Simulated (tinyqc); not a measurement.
# Gated graphene, quantum capacitance, step by step

Program tinyqc, `OMP_NUM_THREADS=1 python tinyqc.py 2200038 2200039 out.jsonl`; Intel Xeon 2.30GHz, shared host, one thread, about 0.01 s. Printed values are rounded.

phi is the Fermi level above the Dirac point, in volts; Vg is counted from the gate voltage of charge neutrality. Ideal linear bands, no charge puddles.

Values chosen for this exercise; values close to those of graphene:
```
symbol,value,unit,meaning
T,400,K,temperature
eox,3.9,,relative permittivity of the gate insulator (close to silicon dioxide)
tox,4.4,nm,insulator thickness
vF,9.98e5,m/s,Fermi velocity
Dit,2.9e12,cm^-2 eV^-1,density of traps
Vg,-1.27,V,gate voltage
```

Constants: q = 1.602176634e-19 C, kB = 1.380649e-23 J/K, hbar = 1.054571817e-34 J s, Vt = kB T/q, eps0 = 8.8541878128e-14 F/cm where lengths are in cm. Results are converted to the units shown.

## Gate capacitance

Cox = eps0 eox/tox.

Cox = 0.784803 uF/cm^2

## Starting value

phi = Vg.

phi at the start = -1.27 V

## Iteration 1: new phi

N0 = (2/pi)(kB T/(hbar vF))^2; n = N0 F1(phi/Vt), p = N0 F1(-phi/Vt), F1(e) = int_0^infinity u du/(1 + exp(u - e)) = -Li2(-exp(e)); Cq = q d(n - p)/dphi = (q N0/Vt) ln[2 (1 + cosh(phi/Vt))]. Newton: f = phi + q (n - p + Dit phi)/Cox - Vg, phi(new) = phi - f/(1 + (Cq + q Dit)/Cox).

n = 1.74766e-5 cm^-2
p = 1.19266e14 cm^-2
Cq = 30.0194 uF/cm^2
f = -25.1000 V
phi after iteration 1 = -0.640025 V

## Iteration 2: new phi

As before.

n = 1512.86 cm^-2
p = 3.05053e13 cm^-2
Cq = 15.1285 uF/cm^2
f = -5.97660 V
phi after iteration 2 = -0.353635 V

## Iteration 3: new phi

As before.

n = 6.13967e6 cm^-2
p = 9.51336e12 cm^-2
Cq = 8.35903 uF/cm^2
f = -1.23515 V
phi after iteration 3 = -0.252750 V

## Course of the iteration

Stop when the step is below 1e-10 V, or after 40 iterations.

Course of the iteration:
```
iteration,phi before the step (V),step (V)
1,-1.27,0.630
2,-0.640025,0.286
3,-0.353635,0.101
4,-0.252750,0.0166
5,-0.236105,4.79e-4
6,-0.235626,3.96e-7
7,-0.235626,2.71e-13
```

Converged in 7 iterations.

## Charge and capacitances at the solution

converged phi = -0.235626 V

N0 = (2/pi)(kB T/(hbar vF))^2; n = N0 F1(phi/Vt), p = N0 F1(-phi/Vt), F1(e) = int_0^infinity u du/(1 + exp(u - e)) = -Li2(-exp(e)); Cq = q d(n - p)/dphi = (q N0/Vt) ln[2 (1 + cosh(phi/Vt))]. 1/C_G = 1/Cox + 1/(Cq + q Dit); dphi/dVg = Cox/(Cox + Cq + q Dit).

n - p = -4.38342e12 cm^-2
Cq = 5.57130 uF/cm^2
C_G = 0.694503 uF/cm^2
dphi/dVg = 0.115061

C_G is 88.5 % of Cox; 18.6 % of the gate voltage has gone into phi.
